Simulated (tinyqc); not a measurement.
The mobility curve: inversion-layer mobility, back-scattering and ballistic limit of a field-effect transistor. Computed by tinyqc, a small Python program. Command: `OMP_NUM_THREADS=1 python tinyqc.py 3025294 3025295 out.jsonl mos walk`. One thread of a shared host (Intel(R) Xeon(R) Processor @ 2.30GHz), about 0.01 s of CPU time with the checks.

The charge at the top of the source barrier is fixed by the gate; series resistance and short-channel effects are left out. F_j are Fermi integrals normalised to exp(eta) in the classical limit.

Inputs (values chosen for the exercise, modelled on an InGaAs n-channel):

| quantity | value | unit |
|---|---|---|
| weight w of the inversion charge | 0.5 | - |
| permittivity eps | 13.9 | - |
| phonon mobility at 1 MV/cm and 300 K, mu_ph | 3100 | cm^2/(V s) |
| roughness mobility at 1 MV/cm, mu_sr | 2400 | cm^2/(V s) |
| Coulomb mobility at N_inv = 1e12/cm^2, mu_C | 1800 | cm^2/(V s) |
| electrical oxide thickness t_inv | 3.3 | nm |
| depletion charge N_dep | 1.3e+12 | 1/cm^2 |
| temperature T | 300 | K |

Statistics at the top of the barrier: Fermi-Dirac.

Constants: eps_0 = 8.8541878128e-12 F/m; e = 1.602176634e-19 C.

Method. N_inv = 3.9 eps_0 (V_G - V_T)/(e t_inv); effective field E_eff = e (N_dep + w N_inv)/(eps eps_0). mu_phonon = mu_ph (E_eff/1 MV/cm)^(-0.3) (T/300 K)^(-1.75); mu_rough = mu_sr (E_eff/1 MV/cm)^(-2); mu_Coulomb = mu_C (N_inv/1e12 cm^-2) (T/300 K); Matthiessen's rule adds 1/mu.

Mobilities (cm^2/(V s)):

| V_G - V_T (V) | N_inv (1/cm^2) | E_eff (MV/cm) | phonon | roughness | Coulomb | total |
|---|---|---|---|---|---|---|
| 0.03 | 1.9593e+11 | 0.18199 | 5168.3 | 72464 | 353 | 328.7 |
| 0.06 | 3.9187e+11 | 0.19474 | 5064.4 | 63284 | 705 | 613.1 |
| 0.12 | 7.8374e+11 | 0.22025 | 4880.8 | 49475 | 1411 | 1070.7 |
| 0.20 | 1.3062e+12 | 0.25426 | 4675.0 | 37125 | 2351 | 1501.2 |
| 0.35 | 2.2859e+12 | 0.31803 | 4371.4 | 23729 | 4115 | 1945.8 |
| 0.50 | 3.2656e+12 | 0.38179 | 4138.2 | 16465 | 5878 | 2116.4 |
| 0.75 | 4.8984e+12 | 0.48807 | 3844.3 | 10075 | 8817 | 2115.1 |
| 1.00 | 6.5311e+12 | 0.59435 | 3623.7 | 6794 | 11756 | 1967.7 |
| 1.50 | 9.7967e+12 | 0.80691 | 3306.1 | 3686 | 17634 | 1586.1 |

What follows from these numbers?

The lowest part is Coulomb from 0.0300 to 0.350, phonon from 0.500 to 1.50 V. The total peaks at 2116 near E_eff = 0.38 MV/cm: screening lifts it at low density and the field presses it down at high density.

Extremes, crossings and ranges named in words are read from the listed rows.
